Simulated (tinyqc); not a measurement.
AlGaN/GaN HEMT with access regions, lumped model: effect of the source access length.

A polarisation-induced electron sheet under a Schottky gate, in series with two ungated access regions and contacts. Drift law v = mu E/(1 + mu E/vs) under the gate. Currents in mA/mm, resistances in ohm mm. No self-heating, no channel-length modulation; fits for polarisation, barrier and offset are chosen for the exercise.

sigma = (5e13 x + 1.6e13 x^2) cm^-2, phiB = 0.84 + 1.3 x, dEc = 0.7 (1.71 x + x^2) in volts, Cb = eps0 eps_r/d, VT = phiB - dEc - q sigma/Cb, access density n0 = -Cb VT/q. Access resistance R(L, n) = L/(q mu n sqrt(1 - (I/(q n vs))^2)); Rs = Rc + R(Ls, n0), Rd = Rc + R(Ld, (1 - ft) n0). Vg' = Vg - I Rs, Vd' = Vd - I (Rs + Rd); with u = Vg' - VT, Vc = vs Lg/mu and w the smaller of Vd' and Vc [sqrt(1 + 2 u/Vc) - 1] (0 if negative), the channel gives (mu Cb/Lg)(u w - w^2/2)/(1 + w/Vc). I equals that channel current. Isat is I at Vd = 10 V, gm = dIsat/dVg, Ron the limit of Vd/I at small Vd.

Inputs (values chosen for the exercise); values close to those of AlGaN/GaN structures:

| symbol | value | unit | meaning |
|---|---|---|---|
| x | 0.19 |  | aluminium share of the barrier |
| d | 30 | nm | barrier thickness |
| eps_r | 9.3 |  | relative permittivity of barrier and channel |
| mu | 1900 | cm^2/(V s) | channel mobility |
| vs | 1.4e7 | cm/s | saturation velocity |
| Lg | 1 | um | gate length |
| Ld | 4 | um | drain access length |
| Rc | 0.59 | ohm mm | resistance of each contact |
| ft | 0 |  | share of the drain-access electrons removed by traps |
| Vg | 0 | V | gate voltage |

Constants: q = 1.602176634e-19 C, eps0 = 8.8541878128e-14 F/cm where lengths are in cm. Results are converted to the units shown.

The same in every row: VT (V) = -5.048; n0 (cm^-2) = 8.648e12.

Effect of the source access length:
```
Ls (um),Ron (ohm mm),Isat (mA/mm),gm (mS/mm)
0.1,3.117,965.4,235.5
0.3,3.193,946.0,228.8
0.6,3.307,918.8,219.9
1,3.459,885.6,209.5
1.5,3.649,848.1,198.5
2.5,4.029,783.5,180.5
4,4.599,705.6,160.3
```

As Ls goes from 0.1 to 4 um, Ron rises from 3.12 to 4.60 ohm mm, Isat falls from 965 to 706 mA/mm and gm falls from 235 to 160 mS/mm. The ceiling Cb vs is 384 mS/mm. In every row the power passes 5 W/mm, where self-heating, left out here, lowers the current.

Program tinyqc, `OMP_NUM_THREADS=1 python tinyqc.py 2570016 2570017 out.jsonl`; Intel Xeon 2.30GHz, shared host, one thread, about 0.02 s.
